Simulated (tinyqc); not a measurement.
sp3s* tight binding: one step. Levels at this k. The numbers come from values chosen for the exercise (near a published set for SiC, fitted to gaps, whose masses and valley positions are rough; spin-orbit coupling, where it is added without a refit, lifts the valence top and shrinks all gaps by about a third of the splitting).

H(k) (eV), lower triangle (Hermitian):
```
             sa         xa          ya          za         s*a         sc        xc        yc        zc
sa    -8.447000
xa            0   2.117000
ya            0          0    2.117000
za            0          0           0    2.117000
s*a           0          0           0           0    9.673000
sc   -10.505128  4.930142i           0           0           0  -4.838000
xc   -5.080710i   2.560847           0           0  -4.675089i          0  4.347000
yc            0          0    2.560847  -3.180132i           0          0         0  4.347000
zc            0          0  -3.180132i    2.560847           0          0         0         0  4.347000
s*c           0  2.357102i           0           0           0          0         0         0         0

          s*c
s*c  9.345000
```

Task: Diagonalise H, which belongs to k = (0.36, 0, 0) (2 pi/a). Four bands are filled (two electrons each); give the make-up of band 5, the lowest empty one.

Give: levels; weights of band 5; weight of band 5 on atom a.

Result:

levels (eV): -18.3611  -3.6588  -1.0005  -1.0005  4.2942  6.6079  7.4645  7.4645  10.3309  12.9839

weights of band 5: s 0.047, p 0.623, s* 0.329

weight of band 5 on atom a = 0.582

The vertical gap at this k is 5.2948 eV; band 5 is mostly p-like.

Computed by tinyqc, a small Python program: `OMP_NUM_THREADS=1 python tinyqc.py 1482004 1482005 out.jsonl` (the numbers bound the seed that draws the inputs); one thread of a shared host (Intel(R) Xeon(R) Processor @ 2.30GHz), about 0.2 s for the whole set of steps.
